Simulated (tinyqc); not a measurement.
Six-band Luttinger-Kohn model with strain: one step. Strain from a uniaxial [001] stress.

Values chosen for the exercise (near those of GaP; shifted at random, so the results belong to these values and not to a real crystal):
- C11 = 141 GPa
- C12 = 61.6 GPa
- C44 = 71.9 GPa
- load = uniaxial [001] (kind of stress)
- X = 2.02 GPa (stress)

Task: s11 = (C11 + C12)/((C11 - C12)(C11 + 2 C12)), s12 = -C12/((C11 - C12)(C11 + 2 C12)), s44 = 1/C44; exx = s11 sxx + s12 (syy + szz) and cyclic, exy = s44 sxy/2; tension is positive. A uniaxial stress X along the unit vector n is s_ij = X n_i n_j.

Give: s11, s12, s44; strain tensor.

Result:

s11, s12, s44 (1/TPa): 9.6580  -2.9365  13.9082

strain tensor:
```
           x          y         z
x  -0.005932   0.000000  0.000000
y   0.000000  -0.005932  0.000000
z   0.000000   0.000000  0.019509
```

The volume changes by +0.765 %; there is no shear in the cubic axes, so d does not enter.

Run: tinyqc, `OMP_NUM_THREADS=1 python tinyqc.py 1080993 1080994 out.jsonl`; Intel(R) Xeon(R) Processor @ 2.30GHz, one thread, shared host; about 0.06 s of CPU time with all checks.
